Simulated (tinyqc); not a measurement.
Depth and level of a trap from the time ratio.

Problem. For an oxide trap tc/te = exp(E/Vt) with E = E0 - dpsi - (xt/tox)(Vg - VT - dpsi), dpsi being the rise of the surface potential above its value at threshold. Find xt and E0, and the depth that would be read if dpsi were ignored.

Parameters, values chosen for the exercise:

| symbol | value | unit | meaning |
|---|---|---|---|
| T | 350 | K | temperature |
| tox | 1.8 | nm | insulator thickness |

Constants: q = 1.602176634e-19 C, kB = 1.380649e-23 J/K, Vt = kB T/q. Results are converted to the units shown.

Vg - VT (V): 0.14  0.29
tc/te: 2.2719745  0.21181033
dpsi (V): 0.052006792  0.075946712

Solution. E + dpsi is a straight line in the oxide voltage Vg - VT - dpsi with slope -xt/tox and intercept E0. Ignoring dpsi assigns the motion of the bands to the trap and overstates its depth.

xt = 0.6800 nm
E0 = 0.1100 eV
depth read without dpsi = 0.8588 nm

tinyqc, about 0.01 s, one thread, Intel Xeon 2.30GHz (shared host): `OMP_NUM_THREADS=1 python tinyqc.py 2710018 2710019 out.jsonl`
